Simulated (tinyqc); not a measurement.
Reverse leakage of an n+-p junction: diffusion, generation, trap-assisted and band-to-band tunnelling: leakage components against the temperature.

One-sided abrupt junction in the depletion approximation, x from the junction (0) to W on the p side, field F = F0 (1 - x/W). Flat quasi-Fermi levels, long p side. Traps generate through SRH with both lifetimes shortened by 1 + Gamma (Hurkx enhancement, form for moderate fields); band-to-band generation is local and needs a total bending above Eg.

Nc and Nv are given at 400 K and scale as (T/400 K)^1.5; all else is held fixed. ni = sqrt(Nc Nv) exp(-Eg/(2 Vt)), Eg in volts; Vbi = Vt ln(Na Nd/ni^2); W = sqrt(2 eps0 eps_r (Vbi + VR)/(q Na)); F0 = 2 (Vbi + VR)/W; FG = sqrt(24 mt m0 (kB T)^3)/(q hbar); J_diff = q ni^2 sqrt(Dn/tau)(1 - exp(-VR/Vt))/Na. u = (Vbi + VR)(1 - x/W)^2, p = Na exp(-u/Vt), n = Nd exp((u - Vbi - VR)/Vt); G0 = ni^2 (1 - exp(-VR/Vt))/(tau (n + p + 2 ni cosh(Et/Vt))); Gamma = 2 sqrt(3 pi)(F/FG) exp((F/FG)^2); trap-assisted part G0 Gamma; G_bb = Ab F^2.5 exp(-Bb/F) with F in V/cm, zero unless Vbi + VR > Eg. Currents are q times the integrals over 0 to W; J_bb under 1e-8 of J is printed as 0; rows with F0/FG above 2.2, beyond the range of this Gamma, are left out.

Values chosen for this exercise; band and dielectric values close to those of silicon: band gap Eg = 1.12 eV; relative permittivity eps_r = 11.6; conduction-band density of states at the reference temperature Nc = 4.39e19 cm^-3; valence-band density of states at the reference temperature Nv = 4.13e19 cm^-3; acceptor density of the lighter side Na = 2.9e16 cm^-3; donor density of the heavier side Nd = 1e20 cm^-3; SRH lifetime of both carriers at zero field tau = 9e-8 s; trap level above the intrinsic level Et = 0 eV; tunnelling mass mt = 0.24 m0; electron diffusion coefficient on the lighter side Dn = 3.4 cm^2/s; band-to-band prefactor Ab = 4.6e14 cm^-0.5 V^-2.5 s^-1; band-to-band field constant Bb = 1.99e7 V/cm; reverse bias VR = 2.7 V.

Constants: q = 1.602176634e-19 C, kB = 1.380649e-23 J/K, hbar = 1.054571817e-34 J s, m0 = 9.1093837015e-31 kg, Vt = kB T/q, eps0 = 8.8541878128e-14 F/cm where lengths are in cm. Results are converted to the units shown.

The same in every row: J_bb (A/cm^2) = 0.

Leakage components against the temperature:
```
T (K)	F0 (kV/cm)	F0/FG	J_diff (A/cm^2)	J_SRH (A/cm^2)	J_TAT (A/cm^2)	J (A/cm^2)	largest part
220	184	0.810	2.26e-19	5.42e-11	2.34e-10	2.88e-10	trap-assisted tunnelling
250	183	0.667	3.97e-16	2.30e-9	7.28e-9	9.58e-9	trap-assisted tunnelling
280	183	0.561	1.46e-13	4.46e-8	1.11e-7	1.55e-7	trap-assisted tunnelling
310	182	0.480	1.77e-11	4.97e-7	1.01e-6	1.50e-6	trap-assisted tunnelling
340	182	0.417	9.46e-10	3.68e-6	6.22e-6	9.90e-6	trap-assisted tunnelling
370	181	0.366	2.71e-8	1.99e-5	2.88e-5	4.88e-5	trap-assisted tunnelling
400	180	0.324	4.76e-7	8.49e-5	1.06e-4	1.92e-4	trap-assisted tunnelling
430	180	0.290	5.71e-6	2.99e-4	3.27e-4	6.31e-4	trap-assisted tunnelling
```

J rises from 2.88e-10 to 6.31e-4 A/cm^2. Trap-assisted tunnelling leads at T = 220 and in all other rows. Activation energies over the table: 1.20 eV for diffusion (Eg = 1.12 eV, raised by the T^3 of ni^2), 0.603 eV for SRH generation (Eg/2 + |Et| = 0.560 eV), 0.549 eV for the trap-assisted part, lower since Gamma grows on cooling; the total shows 0.554 eV at the cold end and 0.589 eV at the hot end.

Range of the model: The n+ side is degenerate, so Vbi from Boltzmann statistics is only a guide.

Program tinyqc, `OMP_NUM_THREADS=1 python tinyqc.py 2290007 2290008 out.jsonl`; Intel Xeon 2.30GHz, shared host, one thread, about 0.01 s.
